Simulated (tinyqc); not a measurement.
Configuration-coordinate model of a defect: Huang-Rhys factor and luminescence line shape: one step, computed by the program tinyqc.

Ground state E_g(Q) = (1/2) omega_g^2 Q^2; excited state E_e(Q) = E_0 + (1/2) omega_e^2 (Q - dQ)^2 with omega_e = omega_g and E_0 = E_ZPL. Q is mass-weighted; the dipole does not depend on Q (Condon approximation).

Task: Crossing, radiative lifetime and thermal quenching. The curves cross at the root Q_c nearest dQ; the barrier is (1/2) omega_e^2 (Q_c - dQ)^2, with (1/2) omega^2 = (hbar omega)^2/(2 hbar^2/u). k_r = n_r omega^3 mu^2/(3 pi eps_0 hbar c^3) at the vertical emission energy, without local-field correction; k_nr = nu_0 exp(-barrier/k_B T) (Mott-Seitz); yield = k_r/(k_r + k_nr); T_1/2 = barrier/(k_B ln(nu_0/k_r)).

Inputs (values chosen for the exercise, for a model defect in a wide-gap host):
```
quantity,value,unit
zero-phonon energy E_ZPL,2.26,eV
displacement dQ,0.87,u^(1/2) angstrom
ground-state phonon hbar omega_g,28.5,meV
temperature T,300,K
refractive index n_r,1.93,-
transition dipole mu,2,e angstrom
quenching prefactor nu_0,1e+12,1/s
```

Modes: equal frequencies in both states.

vertical emission energy = 2.186463 eV

Constants: hbar^2/u = 4.18015928e-03 eV angstrom^2; hbar = 6.582119569e-16 eV s; e = 1.602176634e-19 C; eps_0 = 8.8541878128e-12 F/m; hbar = 1.054571817e-34 J s; c = 299792458 m/s; k_B = 8.617333262e-05 eV/K.

Give: Q_c; classical barrier; radiative lifetime; luminescence yield; quenching temperature T_1/2.

Result:

Q_c = 13.80 u^(1/2) angstrom

classical barrier = 16.25 eV

radiative lifetime = 3.264 ns

luminescence yield = 1

quenching temperature T_1/2 = 23311 K

The barrier is so high that this route does not halve the yield below 1000 K. Caution: the curves cross far outside the range of the harmonic model, so the barrier and T_1/2 have no quantitative meaning.
